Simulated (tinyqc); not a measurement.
## Inductance and parasitic capacitance from two readings

Question. A loss-free coil L in parallel with C shows the apparent inductance L/(1 - w^2 L C), w = 2 pi f. Find L, C and the self-resonance 1/(2 pi sqrt(L C)).

apparent inductance at 5.5 and 8.4 GHz (nH): 6.5689593  11.289725

Solution. The inverse of the reading is 1/L - w^2 C, a straight line in w^2.

L = 5.000 nH
C = 40.00 fF
self-resonance = 11.25 GHz

Computed by the program tinyqc: `OMP_NUM_THREADS=1 python tinyqc.py 2302067 2302068 out.jsonl`, one thread of a shared Intel Xeon 2.30GHz, about 0.01 s for the whole run.
